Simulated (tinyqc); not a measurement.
# Floating body of a partially depleted SOI transistor: body voltage and kink: transfer curve and swing

Source at 0 V. Channel current Ic = 2 nf K Vt^2 [F(0) - F(Vd)](1 + la Vd), F(V) = ln^2(1 + exp((Vg - VT - nf V)/(2 nf Vt))), VT = VT0 - gb Vb. Saturation voltage Vs = 2 Vt sqrt(F(0)) + 3 Vt, excess Ve = (Vd - Vs + sqrt((Vd - Vs)^2 + 0.0004 V^2))/2, multiplication M1 = Ai Ve exp(-Bl/Ve). Each junction passes D(v) = J1 (exp(v/Vt) - 1) + J2 (exp(v/(2 Vt)) - 1). Bipolar current Ib = bb J1 (exp(Vb/Vt) - 1). The body settles where M1 (Ic + Ib) = D(Vb) + D(Vb - Vd) + Vb/Rb; drain current Id = (1 + M1)(Ic + Ib) - D(Vb - Vd).

Rows with more than one solution for Vb (latch) are left out; dId/dVd by a forward difference over 1e-4 V, swing = 1e-4 V over the change of log10 Id; M1 under 1e-12 is printed as 0.

Parameters, values chosen for the exercise; values of the order met in partially depleted silicon-on-insulator transistors:
- T = 300 K (temperature)
- VT0 = 0.39 V (threshold at zero body voltage)
- gb = 0.27 (fall of the threshold per volt of body voltage)
- nf = 1.27 (slope factor)
- K = 260 uA/(V^2 um) (gain factor per width)
- la = 0.03 1/V (channel-length modulation factor)
- Ai = 2.22 1/V (impact-ionisation prefactor)
- Bl = 5.4 V (impact-ionisation voltage)
- J1 = 8e-12 uA/um (diffusion saturation current of each junction)
- J2 = 3.7e-8 uA/um (recombination saturation current of each junction)
- bb = 0.5 (gain of the lateral bipolar transistor on the diffusion current)
- Rb = 1e9 kohm um (resistance of a weak body tie to the source (1e9 stands for no tie, and the term is then dropped))
- Vd = 1.9 V (drain voltage)

Constants: q = 1.602176634e-19 C, kB = 1.380649e-23 J/K, Vt = kB T/q. Results are converted to the units shown.

Results:
columns A: Vg (V); B: Vb (V); C: M1; D: Id, floating (uA/um); E: Id, grounded (uA/um); F: ratio; G: swing, floating (mV/decade); H: swing, grounded (mV/decade)
```
A           B        C         D         E      F      G      H
-0.06  0.1174   0.2090  1.687e-6  6.656e-7  2.535  51.30  80.09
0.04   0.3540   0.2086  2.425e-4  1.320e-5  18.37  48.02  76.00
0.14   0.5010   0.2053   0.01577  2.721e-4  57.96  63.20  76.46
0.24   0.5846   0.1917    0.3482  0.005295  65.77  92.77  79.40
0.34   0.6313   0.1653     2.325   0.08222  28.27  164.3  91.35
0.44   0.6553   0.1361     6.907    0.7232  9.551  272.0  128.3
0.64   0.6758  0.08603     22.96     7.729  2.971  526.3  305.2
0.74   0.6796  0.06622     33.95     14.67  2.315  656.2  421.3
```

Estimate the missing row, Vg = 0.54 V.

Computed row:
columns A: Vg (V); B: Vb (V); C: M1; D: Id, floating (uA/um); E: Id, grounded (uA/um); F: ratio; G: swing, floating (mV/decade); H: swing, grounded (mV/decade)
```
A          B       C      D      E      F      G      H
0.54  0.6684  0.1093  13.89  3.062  4.537  396.5  202.6
```

With this row back in the table: Vb rises from 0.117 to 0.680 V. The smallest swing among the rows is 48.0 mV a decade with a floating body (at Vg = 0.04 V) and 76.0 with a grounded one; Vt ln 10 = 59.5. The floating swing is smaller by more than 3 % for Vg = -0.06, 0.04, 0.14 V, where the rising Vb lowers the threshold as Vg rises. In the first row the floating body raises the current by a factor of 2.54.

Range of the model: The multiplication law is an empirical form chosen for the exercise; self-heating and capacitive coupling to the body are left out, and the linear laws are rough once Vb passes about 0.7 V or M1 about 0.1.

Program tinyqc, `OMP_NUM_THREADS=1 python tinyqc.py 2182016 2182017 out.jsonl`; Intel Xeon 2.30GHz, shared host, one thread, about 0.2 s.
